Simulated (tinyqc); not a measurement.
Inside a calculation. Model: Schottky barrier with interface states (Cowley-Sze model), image lowering and contact resistance. Computed by tinyqc, a small Python program that keeps every step. Command: `OMP_NUM_THREADS=1 python tinyqc.py 3000690 3000691 out.jsonl pinning walk`. One thread of a shared host (Intel(R) Xeon(R) Processor @ 2.30GHz), about 0.01 s of CPU time with the checks. Intermediate numbers are printed to about 6 digits and carried at full precision; extremes and crossings named in words are read from the listed rows.

An n-type semiconductor under a metal. The barrier lies between the Schottky-Mott limit phi_M - chi and the Bardeen limit E_g - E_n, E_n being the neutrality level of the interface states; the space-charge term of the full Cowley-Sze expression is left out.

Inputs (values chosen for the exercise, with gap, mass and screening modelled on GaAs):
```
quantity,value,unit
gap E_g,1.39,eV
electron affinity chi,4.02,eV
metal work function phi_M,4.69,eV
neutrality level E_n above the valence band,0.397,eV
optical dielectric constant eps_opt,10.9,-
dielectric constant eps_s,13.1,-
electron mass m_e,0.0646,m_0
valleys M_c,1,-
donor density N,1.7e+16,cm^-3
temperature T,200,K
reverse bias V_r,1.3,V
```

Pinning factor from: Moench relation.

Constants: k_B = 8.617333262e-05 eV/K; m_0 = 9.1093837015e-31 kg; k_B = 1.380649e-23 J/K; h = 6.62607015e-34 J s; eps_0 = 8.8541878128e-12 F/m; e = 1.602176634e-19 C; hbar = 1.054571817e-34 J s.

## Pinning factor and barrier

S = 1/(1 + 0.1 (eps_opt - 1)^2), an empirical relation for metal-induced gap states. phi_B = S (phi_M - chi) + (1 - S)(E_g - E_n); the hole barrier is E_g - phi_B.

pinning factor S = 0.0925840

Schottky-Mott barrier = 0.67 eV

Bardeen barrier = 0.993 eV

barrier phi_B = 0.963095 eV

hole barrier = 0.426905 eV

The contact is strongly pinned: the metal hardly matters.

## Depletion layer and image lowering under reverse bias

N_c = 2 M_c (2 pi m_e k_B T/h^2)^(3/2); xi = E_c - E_F solves N = N_c F_1/2(-xi/k_B T) (bisection; full ionisation). F_1/2(eta) = (2/sqrt(pi)) int_0^infinity sqrt(x)/(1 + exp(x - eta)) dx, by the trapezoid rule in t = sqrt(x) with step 0.02 up to t = 12 (for eta < -12 by exp(eta) - exp(2 eta)/2^(3/2)). V_bi = phi_B - xi; W = sqrt(2 eps_s eps_0 (V_bi + V_r - k_B T/e)/(e N)); field at the metal E_m = e N W/(eps_s eps_0); image lowering sqrt(e E_m/(4 pi eps_s eps_0)).

N_c = 2.24277e+17 cm^-3

xi = 0.0439983 eV

built-in voltage V_bi = 0.919097 V

depletion width W = 433.052 nm

field E_m = 101690 V/cm

image lowering = 0.0334334 eV

## Thermionic current

A* = 4 pi e m_e M_c k_B^2/h^3 (a simple valley count); J_s = A* T^2 exp(-phi/k_B T). J_0 uses phi_B; the reverse current uses phi_B less the image lowering, times 1 - exp(-V_r/k_B T).

Richardson constant A* = 7.76319 A cm^-2 K^-2

J_0 = 1.67173e-19 A/cm^2

thermionic reverse current = 1.16319e-18 A/cm^2

Image lowering raises the reverse current by a factor 6.96. Caution: so small an emission current is nominal: generation, tunnelling and edge leakage set the real one.

## Tunnelling scale and contact resistivity

E_00 = (e hbar/2) sqrt(N/(m_e eps_s eps_0)), E_0 = E_00 coth(E_00/k_B T); scaling form of the contact resistivity rho_c = (k_B/(e A* T)) exp(phi_B/E_0), which is the thermionic result when E_00 << k_B T and keeps only the leading exponential of tunnelling when E_00 >> k_B T; image lowering is left out of it.

E_00 = 0.00263148 eV

E_00/k_B T = 0.152685

E_0 = 0.0173684 eV

contact resistivity rho_c = 6.70483e+16 ohm cm^2

With the usual bounds 0.5 and 5 on E_00/k_B T the regime is thermionic emission; so large a rho_c means a blocking contact.

## Choosing the metal

The formulas are those given above.

Against work function:
```
phi_M (eV),Schottky-Mott (eV),phi_B (eV),J_0 (A/cm^2),rho_c (ohm cm^2)
4.02,0.00,0.90106,6.11343e-18,1.88496e+15
4.22,0.20,0.91958,2.08777e-18,5.47410e+15
4.42,0.40,0.93810,7.12983e-19,1.58973e+16
4.62,0.60,0.95661,2.43487e-19,4.61673e+16
4.81,0.79,0.97421,8.77412e-20,1.27114e+17
5.01,0.99,0.99272,2.99641e-20,3.69151e+17
5.21,1.19,1.01124,1.02329e-20,1.07205e+18
5.41,1.39,1.02976,3.49458e-21,3.11333e+18
```

A span of 1.39 eV in work function moves the barrier by 0.129 eV (slope S = 0.093) and rho_c by 3.2 decades. The barrier equals its Schottky-Mott value only at phi_M = chi + E_g - E_n = 5.01 eV, where the interface states are neutral.

## Doping the contact

Regimes: thermionic below E_00/k_B T = 0.5, field emission above 5.

Against doping:
```
N (cm^-3),1e10/sqrt(N),E_00/k_B T,rho_c (ohm cm^2),regime
1.00e+16,1.00000e+02,1.17104e-01,7.99662e+16,thermionic emission
1.00e+17,3.16228e+01,3.70316e-01,9.15220e+15,thermionic emission
1.00e+18,1.00000e+01,1.17104e+00,6.81739e+09,thermionic-field emission
3.00e+18,5.77350e+00,2.02830e+00,2.00589e+04,thermionic-field emission
1.00e+19,3.16228e+00,3.70316e+00,1.94949e-01,thermionic-field emission
3.00e+19,1.82574e+00,6.41406e+00,3.37280e-04,field emission
1.00e+20,1.00000e+00,1.17104e+01,6.55729e-06,field emission
3.00e+20,5.77350e-01,2.02830e+01,8.72602e-07,field emission
1.00e+21,3.16228e-01,3.70316e+01,2.50992e-07,field emission
```

Even over the thermionic rows rho_c falls by a factor 8.7, since the barrier is many E_0 high, and then it falls faster, by 23.5 decades in all; in field emission ln rho_c is linear in 1/sqrt(N). It stays above 1e-7 ohm cm^2 at every listed doping.

Checks made by the program: charge in the layer against the field (relative difference below 1e-10).
